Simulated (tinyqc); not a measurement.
# Worked calculation: a tight-binding chain with uneven site energies, recursive Green functions

Numbers from tinyqc (`OMP_NUM_THREADS=1 python tinyqc.py 2660111 2660112 out.jsonl`; about 0.03 s on one thread of a shared Intel Xeon 2.30GHz). Printed values are rounded.

The device has N = 9 slices of 1 site(s), nearest-neighbour hopping -t, and site energies U; the leads are semi-infinite continuations with site energy 0. V = <i+1|H|i> = -t 1.

Values chosen for this exercise:

| symbol | value | unit | meaning |
|---|---|---|---|
| t | 1 | eV | hopping (matrix element -t) |
| U | [-1.01, 1.1, 0.95, 0.51, 0.88, 0.16, -1.07, -0.22, 0.53] | eV | site energies, slice by slice |
| E | -0.54 | eV | energy |

Constants: q = 1.602176634e-19 C, h = 6.62607015e-34 J s. Results are converted to the units shown.

## Self-energy of the leads

Sigma = t^2 g(E), g(x) = (x - i sqrt(4 t^2 - x^2))/(2 t^2) for |x| < 2 t and (x - sign(x) sqrt(x^2 - 4 t^2))/(2 t^2) otherwise; Gamma = i (Sigma - Sigma^dagger); both leads give the same.

Sigma = -0.270000-0.962860i eV
Gamma = 1.92572 eV
open modes = 1

## Forward pass

Forward pass: g_1 = (E - H_1 - Sigma)^(-1), g_i = (E - H_i - V g_(i-1) V^dagger)^(-1), with Sigma also subtracted on the last slice; G_(i,1) = g_i V G_(i-1,1), starting from g_1. H_i is the block of slice i, its site energy.

| site | g_i (1/eV) | G_(i,1) of the forward pass (1/eV) |
|---|---|---|
| 1 | 0.50180-0.65292i | 0.50180-0.65292i |
| 2 | -0.42720-0.13023i | 0.29940-0.21358i |
| 3 | -0.92699-0.11359i | 0.30180-0.16398i |
| 4 | -4.38793-4.05185i | 1.98867+0.50332i |
| 5 | 0.11765-0.16062i | -0.31482+0.26021i |
| 6 | -1.17757-0.23132i | -0.43091+0.23359i |
| 7 | 0.57507-0.07791i | 0.22961-0.16790i |
| 8 | -1.10883-0.09651i | 0.27080-0.16401i |
| 9 | 0.25363-0.87002i | 0.07401+0.27720i |

## Transmission

G_(N,1) = 0.074011+0.277199i 1/eV

T(E) = Tr[Gamma G_(N,1) Gamma G_(N,1)^dagger]. Conductance (2 q^2/h) T(E).

T(E) = 0.305264
conductance = 23.6521 uS

Inverting the whole matrix gives the same value.

## Backward pass

Backward pass: G_NN = g_N, G_ii = g_i + g_i V^dagger G_(i+1,i+1) V g_i; local density of states -Im G_ii/pi on each site.

| site | G_ii (1/eV) | local density of states (1/eV) |
|---|---|---|
| 1 | 0.39470-0.34165i | 0.108751 |
| 2 | -0.40292-0.27074i | 0.086180 |
| 3 | -0.29199-0.65257i | 0.207720 |
| 4 | 0.55730-0.77545i | 0.246833 |
| 5 | 0.10258-0.13089i | 0.041664 |
| 6 | -0.60039-0.58869i | 0.187387 |
| 7 | 0.27712-0.38131i | 0.121374 |
| 8 | -0.61315-1.10381i | 0.351354 |
| 9 | 0.25363-0.87002i | 0.276936 |

A site of an infinite clean chain has 1/(pi sqrt(4 t^2 - x^2)) = 0.165 1/eV at this energy (x counted from the band centre); the device goes from 0.0417 (site 5) to 0.351 (site 8).

## States fed from the left, and the bond current

The full first column follows backwards from c_N = G_(N,1): c_i = G_(i,1)(forward) + g_i V^dagger c_(i+1). The density of states fed by the left lead is Gamma |c_i|^2/(2 pi), and the current on bond i is 2 t Gamma Im(c_(i+1) conj(c_i)) in units of T(E).

| site | c_i (1/eV) | density fed from the left (1/eV) |
|---|---|---|
| 1 | 0.394699-0.341653i | 0.0835223 |
| 2 | 0.378959-0.127217i | 0.0489750 |
| 3 | 0.226793+0.133016i | 0.0211870 |
| 4 | -0.041037+0.325411i | 0.0329709 |
| 5 | -0.269882+0.208666i | 0.0356684 |
| 6 | -0.342196-0.029106i | 0.0361487 |
| 7 | 0.030345-0.229040i | 0.0163604 |
| 8 | 0.326113+0.150497i | 0.0395366 |
| 9 | 0.074011+0.277199i | 0.0252291 |

| bond | bond current |
|---|---|
| 1 | 0.305264 |
| 2 | 0.305264 |
| 3 | 0.305264 |
| 4 | 0.305264 |
| 5 | 0.305264 |
| 6 | 0.305264 |
| 7 | 0.305264 |
| 8 | 0.305264 |

The bond current is the same on every bond and equals T(E): the current is conserved.
